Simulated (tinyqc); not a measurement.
Worked calculation: plane-wave Kohn-Sham cycle with exchange-only LDA in a layered model solid. One step of it, computed by the program tinyqc.

Question. Iteration 1: potential. V_H(G) = 4 pi rho(G)/G^2 for G != 0 (uniform background); v_x = -(3 rho/pi)^(1/3); V = V_ext + V_H + v_x; Fourier components f(G_m) = (1/N) sum_j f(x_j) exp(-i G_m x_j).

A solid whose potential varies along x alone (atomic units):

| parameter | value |
|---|---|
| period a | 10.300000 |
| cross-section of the cell | 34.000000 |
| electrons per cell | 2 |
| grid points | 16 |
| plane waves -n..n, n | 2 |
| k points | 1 |
| V1 in V1 cos(2 pi x/a) | -0.730000 |

density at the start, on the grid x_j = j a/N (e/bohr^3): 0.00571102  0.00571102  0.00571102  0.00571102  0.00571102  0.00571102  0.00571102  0.00571102  0.00571102  0.00571102  0.00571102  0.00571102  0.00571102  0.00571102  0.00571102  0.00571102

Give: Potentials on the grid; V(G_m), m = 0, 1, 2, ....

Answer.

Potentials on the grid (hartree):

| x | V_ext | V_H | v_x | V |
|---|---|---|---|---|
| 0.000 | -0.730 | 0.000 | -0.176 | -0.906 |
| 0.644 | -0.674 | 0.000 | -0.176 | -0.850 |
| 1.288 | -0.516 | 0.000 | -0.176 | -0.692 |
| 1.931 | -0.279 | 0.000 | -0.176 | -0.455 |
| 2.575 | 0 | 0.000 | -0.176 | -0.176 |
| 3.219 | 0.279 | 0.000 | -0.176 | 0.103 |
| 3.862 | 0.516 | 0.000 | -0.176 | 0.340 |
| 4.506 | 0.674 | 0.000 | -0.176 | 0.498 |
| 5.150 | 0.730 | 0.000 | -0.176 | 0.554 |
| 5.794 | 0.674 | 0.000 | -0.176 | 0.498 |
| 6.438 | 0.516 | 0.000 | -0.176 | 0.340 |
| 7.081 | 0.279 | 0.000 | -0.176 | 0.103 |
| 7.725 | 0 | 0.000 | -0.176 | -0.176 |
| 8.369 | -0.279 | 0.000 | -0.176 | -0.455 |
| 9.012 | -0.516 | 0.000 | -0.176 | -0.692 |
| 9.656 | -0.674 | 0.000 | -0.176 | -0.850 |

V(G_m), m = 0, 1, 2, ... (hartree): -0.176  -0.365  0.000  0.000  0.000
